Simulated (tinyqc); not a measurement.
# From time to the target back to pump speed S

Model: gas flow in a process chamber: flow regimes, conductance, effective pumping speed, pump-down, outgassing and purge. Computed by tinyqc, a small Python program. Command: `OMP_NUM_THREADS=1 python tinyqc.py 3121297 3121298 out.jsonl pump inv`. One thread of a shared host (Intel(R) Xeon(R) Processor @ 2.30GHz), about 0.01 s of CPU time with the checks.

Ideal gas, isothermal flow, a pump of constant speed at the end of a round pipe; process gas, volume gas and outgassing are given the same properties. 1 sccm = 101325 Pa x 1e-6 m^3/60 s x T/273.15 K.

Inputs (values chosen for the exercise, modelled on oxygen near room temperature):
```
quantity,value,unit
molar mass M,32,g/mol
molecular diameter,0.36,nm
temperature T,350,K
chamber volume V,250,L
wall area,0.93,m^2
pipe diameter d,16,cm
pipe length l,260,cm
outgassing rate after 1 h,1.8e-05,Pa m^3/(s m^2)
outgassing exponent n,1.2,-
target base pressure,0.0009,Pa
```

Constants: k_B = 1.380649e-23 J/K; u = 1.6605390666e-27 kg.

Method:
- Mean speed c = sqrt(8 k_B T/(pi m)); aperture conductance C_a = c pi d^2/16; molecular pipe C_m = C_a/(1 + 3 l/(4 d)) (Dushman form); viscous pipe C_v = pi d^4 p_mean/(128 eta l); Knudsen interpolation C = C_v + C_m (1 + x)/(1 + 1.24 x), x = d p_mean sqrt(m/(k_B T))/eta.
- Effective speed 1/S_eff = 1/S + 1/C_m; time constant V/S_eff; pressure at which the free path k_B T/(sqrt2 pi d_m^2 p) equals d.
- From the outgassing limit: t = 1 h x (q_1 A/(S_eff p_target))^(1/n) - 10 s; monolayer time at the target = 1e19 m^-2 x 4 k_B T/(p c) for unit sticking.

Question. A run gave the result below. Find the pump speed S, known to lie between 230 and 460 L/s.

time to the target = 0.2209767 h

Answer.

Each step takes the trial c = (a f_b - b f_a)/(f_b - f_a), f being the result less the target and a, b, c the logarithms of the listed values; c replaces end b, the old b replaces a if the sign of f changed, and otherwise f_a is halved.

Scan of the range:
```
pump speed S (L/s),time to the target (h)
230,0.239291
258,0.229538
290,0.220627
325,0.212832
365,0.205704
410,0.199307
460,0.193633
```

False position (Illinois rule, in the logarithm of the input) inside the bracket:
```
step,end a,end b,trial,time to the target (h)
1,258.000,290.000,288.672,0.220959
2,258.000,288.672,288.536,0.220993
3,288.672,288.536,288.600,0.220977
4,288.536,288.600,288.600,0.220977
```

Time to the target falls at every point of a 13-point scan of the range (every second point is shown), so one value fits; it is bracketed by 258 and 290. Answer: pump speed S = 288.6 L/s.
